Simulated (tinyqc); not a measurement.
# A particle near a wafer in liquid: double-layer and van der Waals forces (DLVO), deposition barrier and removal, step by step

A worked calculation. Computed by tinyqc, a small Python program that keeps every step. Command: `OMP_NUM_THREADS=1 python tinyqc.py 3113296 3113297 out.jsonl dlvo walk`. One thread of a shared host (Intel(R) Xeon(R) Processor @ 2.30GHz), about 0.01 s of CPU time with the checks. Intermediate numbers are printed to about 7 digits and carried at full precision; extremes and crossings named in words are read from the listed rows.

Sphere and flat wall, Derjaguin approximation, constant potentials in the linear-superposition form, no retardation and no hydration force.

Inputs (values chosen for the exercise, of the order of those for alumina on silica in water):

| quantity | value | unit |
|---|---|---|
| particle radius R | 280 | nm |
| Hamaker constant A | 9e-21 | J |
| potential of the particle psi_1 | -42 | mV |
| potential of the wafer psi_2 | -54 | mV |
| salt concentration c | 0.041 | mol/L |
| valence z of the symmetric salt | 2 | - |
| temperature T | 298 | K |
| dielectric constant of the liquid | 78.4 | - |
| gap h | 6.6 | nm |
| contact distance h0 | 0.3 | nm |
| contact radius over R | 0.052 | - |
| viscosity | 0.96 | mPa s |

Constants: e = 1.602176634e-19 C; N_A = 6.02214076e+23 1/mol; eps_0 = 8.8541878128e-12 F/m; k_B = 1.380649e-23 J/K; k_B = 8.617333262e-05 eV/K.

## Screening

kappa^2 = 2 z^2 e^2 N_A (1000 c)/(eps eps_0 k_B T); gamma_i = tanh(z e psi_i/(4 k_B T)); Z = 64 pi eps eps_0 (k_B T/(z e))^2 gamma_1 gamma_2.

kappa = 1.332418 1/nm

Debye length = 0.7505150 nm

gamma_1 = -0.6738532

gamma_2 = -0.7823563

Z = 12.13062 pN

kappa R = 373.0771

Like signs: the double layers repel.

## Energy and force at one gap

U(h) = Z R exp(-kappa h) - A R/(6 h); F(h) = -dU/dh = kappa Z R exp(-kappa h) - A R/(6 h^2), positive for repulsion.

double-layer energy = 0.1251909 k_B T

van der Waals energy = -15.46699 k_B T

U(h) = -15.34180 k_B T

F(h) = -8.955575 pN

## The curve

The formulas are those given above.

Against the gap:

| h (nm) | kappa h | U (k_B T) | F (pN) |
|---|---|---|---|
| 0.4 | 0.53297 | 229.2755 | 3.093052e+01 |
| 0.6 | 0.79945 | 201.0086 | 8.679581e+02 |
| 1.0 | 1.33242 | 115.7287 | 7.740419e+02 |
| 1.5 | 1.99863 | 43.8242 | 4.266554e+02 |
| 2.5 | 3.33105 | -11.3149 | 9.461794e+01 |
| 4.0 | 5.32967 | -21.5202 | -4.320245e+00 |
| 7.0 | 9.32693 | -14.5097 | -8.168667e+00 |
| 12.0 | 15.98902 | -8.5068 | -2.916152e+00 |
| 20.0 | 26.64837 | -5.1041 | -1.050000e+00 |
| 40.0 | 53.29673 | -2.5521 | -2.625000e-01 |

Caution: in rows with kappa h below 1 linear superposition is only rough.

## Barrier and secondary minimum

F = 0 reads x^2 exp(-x) = y with x = kappa h and y = A kappa/(6 Z); the left side peaks at x = 2 with 4/e^2 = 0.5413, so roots exist for smaller y: x < 2 is the barrier, x > 2 the secondary minimum.

y = 0.1647589

position of the barrier = 0.3968233 nm

barrier height = 229.2875 k_B T

position of the secondary minimum = 3.780211 nm

energy at the secondary minimum = -21.64296 k_B T

A barrier above 15 k_B T practically stops deposition. The secondary minimum is deep enough to hold particles loosely.

## Critical salt concentration

The barrier height is zero when U = 0 and F = 0 together: kappa h = 1 and kappa = 6 Z/(e A), e = 2.718282 here; c follows from kappa^2, with the potentials held fixed.

critical kappa = 2.975069 1/nm

critical concentration = 0.2044075 mol/L

## Adding salt

kappa scales as sqrt(c); potentials are held fixed. A dash marks rows without a maximum.

Against the concentration:

| c (mol/L) | Debye length (nm) | barrier at (nm) | barrier (k_B T) | minimum at (nm) | minimum (k_B T) |
|---|---|---|---|---|---|
| 2.04e-05 | 33.64622 | 2.104528 | 726.9851 | 3.453219e+02 | -2.668114e-01 |
| 2.04e-04 | 10.63987 | 1.214385 | 652.4396 | 9.369113e+01 | -9.658263e-01 |
| 2.04e-03 | 3.36462 | 0.717605 | 524.7297 | 2.446588e+01 | -3.598623e+00 |
| 1.02e-02 | 1.50470 | 0.511216 | 388.0641 | 9.213235e+00 | -9.270369e+00 |
| 4.09e-02 | 0.75143 | 0.396979 | 229.6015 | 3.786351e+00 | -2.161002e+01 |
| 1.02e-01 | 0.47583 | 0.350621 | 103.9705 | 2.014541e+00 | -3.870391e+01 |
| 1.84e-01 | 0.35428 | 0.336562 | 15.9647 | 1.286856e+00 | -5.748779e+01 |
| 3.07e-01 | 0.27427 | 0.346118 | -61.2211 | 8.177324e-01 | -8.296500e+01 |
| 6.13e-01 | 0.19410 | - | - | - | - |

At low salt the barrier tends to Z R = 826 k_B T; it is half of that between 0.0020 and 0.010 mol/L and changes sign at 0.20 mol/L, while the secondary minimum deepens to -57 k_B T at 0.9 of that.

## Removing an attached particle

Adhesion F_a = A R/(6 h0^2) [1 + a^2/(R h0)] - kappa Z R exp(-kappa h0), a the contact radius. Drag in a shear flow F_d = 1.7 x 6 pi mu R^2 G, acting at 1.4 R; rolling starts when 1.4 R F_d = a F_a. Wall shear stress = mu G.

van der Waals adhesion = 16444.09 pN

net adhesion F_a = 13409.62 pN

wall shear stress for rolling = 198.2557 Pa

shear rate G = 206516.3 1/s

Checks made by the program: force against a difference of U (relative difference 1e-10).
